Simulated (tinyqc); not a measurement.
# Worked calculation: capacitance of parallel on-chip lines from Laplace's equation on a mesh

tinyqc, about 0.8 s, one thread, Intel Xeon 2.30GHz (shared host): `OMP_NUM_THREADS=1 python tinyqc.py 2790155 2790156 out.jsonl` Printed values are rounded.

Cross-section of an endless row of equal lines between two grounded planes; neighbours are driven in antiphase (+1 V and -1 V), so the plane midway between two lines is at 0 V. By symmetry one quarter is solved: x runs from the centre of a line (column 0, mirror) to that midplane (column 4, 0 V), y from the mid-height of the line (row 0, mirror) to the ground plane (row 5, 0 V). The line fills columns 0 to 1 and rows 0 to 2 at 1 V. Cells beside the line (below row 2) have e2, cells above have e1. Each link between nodes has the conductance g = mean permittivity of the two cells beside it (a cell beyond a mirror counts as 0), and the free nodes obey sum g (V_neighbour - V) = 0.

Parameters, values chosen for the exercise: relative permittivity above and below the lines e1 = 3; relative permittivity between the lines e2 = 2.4; over-relaxation factor om = 1.

Constants: eps0 = 8.8541878128e-12 F/m. Results are converted to the units shown.

## Link conductances

gx[j, i] joins node (row j, column i) to column i + 1, gy[j, i] to row j + 1.

gx:
```
       col 0  col 1  col 2  col 3
row 0    1.2    1.2    1.2    1.2
row 1    2.4    2.4    2.4    2.4
row 2    2.7    2.7    2.7    2.7
row 3      3      3      3      3
row 4      3      3      3      3
row 5    1.5    1.5    1.5    1.5
```

gy:
```
       col 0  col 1  col 2  col 3  col 4
row 0    1.2    2.4    2.4    2.4    1.2
row 1    1.2    2.4    2.4    2.4    1.2
row 2    1.5      3      3      3    1.5
row 3    1.5      3      3      3    1.5
row 4    1.5      3      3      3    1.5
```

## Iteration 1: relaxation sweep

V at the start (V):
```
       col 0  col 1  col 2  col 3  col 4
row 0      1      1      0      0      0
row 1      1      1      0      0      0
row 2      1      1      0      0      0
row 3      0      0      0      0      0
row 4      0      0      0      0      0
row 5      0      0      0      0      0
```

One sweep visits the free nodes row by row from row 0, left to right, and replaces V by V + om (weighted mean of the neighbours - V), using new values at once.

V after sweep 1 (V):
```
         col 0    col 1    col 2    col 3    col 4
row 0  1.00000  1.00000  0.25000  0.06250  0.00000
row 1  1.00000  1.00000  0.31250  0.09375  0.00000
row 2  1.00000  1.00000  0.31944  0.10069  0.00000
row 3  0.25000  0.31250  0.15799  0.06467  0.00000
row 4  0.06250  0.09375  0.06293  0.03190  0.00000
row 5  0.00000  0.00000  0.00000  0.00000  0.00000
```

## Iteration 2: relaxation sweep

As before.

V after sweep 2 (V):
```
         col 0    col 1    col 2    col 3    col 4
row 0  1.00000  1.00000  0.42188  0.15234  0.00000
row 1  1.00000  1.00000  0.45877  0.17795  0.00000
row 2  1.00000  1.00000  0.42101  0.16276  0.00000
row 3  0.42188  0.41840  0.24175  0.10910  0.00000
row 4  0.15234  0.15842  0.10802  0.05428  0.00000
row 5  0.00000  0.00000  0.00000  0.00000  0.00000
```

## Course of the relaxation

Stop when no node changes by 1e-7 V. C = 4 eps0 sum g (difference of V along the link)^2, in aF/um.

Course of the iteration:
```
sweep  C (aF/um)  largest change (V)
1        218.258               0.319
2        177.325               0.172
3        165.362              0.0956
4        161.491              0.0517
5        160.192              0.0289
6        159.751              0.0165
7        159.600             9.52e-3
8        159.548             5.53e-3
9        159.531             3.23e-3
...          ...                 ...
21       159.521             5.29e-6
22       159.521             3.11e-6
23       159.521             1.82e-6
24       159.521             1.07e-6
25       159.521             6.28e-7
26       159.521             3.68e-7
27       159.521             2.16e-7
28       159.521             1.27e-7
29       159.521             7.45e-8
```

Converged in 29 sweeps. Over the last four sweeps the change shrinks by about 0.59 a sweep. C comes down from above, since the solution minimises the energy.

## Capacitance per length

converged V (V):
```
         col 0    col 1    col 2    col 3    col 4
row 0  1.00000  1.00000  0.63734  0.30693  0.00000
row 1  1.00000  1.00000  0.62122  0.29519  0.00000
row 2  1.00000  1.00000  0.55235  0.25262  0.00000
row 3  0.59462  0.55229  0.36411  0.17617  0.00000
row 4  0.27388  0.25045  0.17563  0.08795  0.00000
row 5  0.00000  0.00000  0.00000  0.00000  0.00000
```

C = 4 eps0 sum g (difference of V)^2 over all links (twice the energy of the four quarters, line at 1 V). Plate estimate without fringing: eps0 [2 e1 w/hd + 2 e2 t/(s/2)], w = 2 hx, t = 4 hx, s/2 = 3 hx, hd = 3 hx.

C = 159.521 aF/um
plate estimate = 92.0836 aF/um

C depends on the shape only, not on the mesh step hx. Meshes 6, 12 and 24 times finer extrapolate (Aitken) to 149.6 aF/um; this mesh is 6.6 % above that, and the plate estimate is 38 % below it.
